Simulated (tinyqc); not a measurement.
Worked calculation: Pariser-Parr-Pople SCF with singles CI, for the molecule C=CC=CC(=C)C(=O)F (SMILES; centres numbered as the heavy atoms are written). One step of it, computed by the program tinyqc.

Task: Singles CI, triplets. Over the 9 single excitations with the smallest orbital gaps: A = (e_a - e_i) delta - (ij|ab), with (pq|rs) = sum c_mp c_mq gamma_mn c_nr c_ns.

orbital energies (eV): [-21.977049, -15.339087, -13.895495, -12.427901, -10.567280, -2.562760, -1.131809, 0.945015, 2.295860]

coefficients, order 1C, 2C, 3C, 4C, 5C, 6C, 7C, 8O, 9F:
```
[[0.000044, 0.135791, 0.379194, 0.328294, 0.474357, -0.393126, -0.388288, -0.417737, 0.158621],
 [0.000882, 0.240268, 0.510697, 0.323356, 0.281240, 0.198125, 0.308989, 0.539931, -0.267490],
 [0.003969, 0.370174, 0.420969, -0.006084, -0.432339, 0.404840, 0.180454, -0.397883, 0.379496],
 [0.011885, 0.456003, 0.181773, -0.248553, -0.446932, -0.360795, -0.384917, 0.137895, -0.447217],
 [0.048697, 0.545261, -0.234164, -0.323734, 0.261156, -0.285565, 0.207421, 0.279913, 0.519189],
 [0.014787, 0.308246, -0.170071, -0.342476, 0.451846, 0.583681, -0.292341, -0.200472, -0.296734],
 [0.192600, 0.324128, -0.355730, 0.316543, -0.000380, -0.186712, 0.509228, -0.419245, -0.401450],
 [0.059779, 0.259567, -0.404840, 0.630595, -0.191977, 0.232606, -0.423513, 0.243256, 0.194955],
 [0.978051, -0.118768, 0.104631, -0.076841, -0.001115, 0.030525, -0.076616, 0.056255, 0.049903]]
```

repulsion gamma_rs (eV), order 1C, 2C, 3C, 4C, 5C, 6C, 7C, 8O, 9F:
```
[[11.040000, 7.525235, 5.229584, 3.667222, 2.867293, 2.307768, 2.761927, 2.211049, 3.362499],
 [7.525235, 11.040000, 7.523867, 5.230004, 3.666425, 2.867431, 3.273678, 2.521093, 3.791254],
 [5.229584, 7.523867, 11.040000, 7.527255, 5.230004, 3.667601, 4.661482, 3.312484, 5.612580],
 [3.667222, 5.230004, 7.527255, 11.040000, 7.523867, 5.230004, 5.228798, 3.720271, 4.926695],
 [2.867293, 3.666425, 5.230004, 7.523867, 11.040000, 7.527255, 7.525614, 5.389666, 5.612793],
 [2.307768, 2.867431, 3.667601, 5.230004, 7.527255, 11.040000, 5.230589, 4.773859, 3.792252],
 [2.761927, 3.273678, 4.661482, 5.228798, 7.525614, 5.230589, 11.040000, 8.027601, 8.823592],
 [2.211049, 2.521093, 3.312484, 3.720271, 5.389666, 4.773859, 8.027601, 14.630000, 5.667446],
 [3.362499, 3.791254, 5.612580, 4.926695, 5.612793, 3.792252, 8.823592, 5.667446, 23.310000]]
```

Give: triplet CI matrix; triplet excitation energies.

Result:

triplet CI matrix (eV), order 5>6, 5>7, 4>6, 4>7, 3>6, 5>8, 3>7, 2>6, 5>9:
```
[[2.276, -0.484, 0.242, -1.186, 0.576, 0.349, -0.346, -0.023, -0.130],
 [-0.484, 4.184, -1.186, 0.285, -0.346, -0.308, 0.162, 0.426, -0.556],
 [0.242, -1.186, 4.630, 0.865, -0.175, -0.424, -1.034, 0.623, -0.288],
 [-1.186, 0.285, 0.865, 5.359, -1.034, -0.788, 0.633, -0.022, 0.010],
 [0.576, -0.346, -0.175, -1.034, 6.096, -0.810, -0.379, 0.020, 0.144],
 [0.349, -0.308, -0.424, -0.788, -0.810, 5.899, -0.497, -0.124, 0.456],
 [-0.346, 0.162, -1.034, 0.633, -0.379, -0.497, 7.196, -1.243, 0.647],
 [-0.023, 0.426, 0.623, -0.022, 0.020, -0.124, -1.243, 6.830, 0.673],
 [-0.130, -0.556, -0.288, 0.010, 0.144, 0.456, 0.647, 0.673, 7.056]]
```

triplet excitation energies (eV): [1.746, 2.670, 3.962, 4.624, 5.894, 6.811, 7.382, 7.638, 8.800]
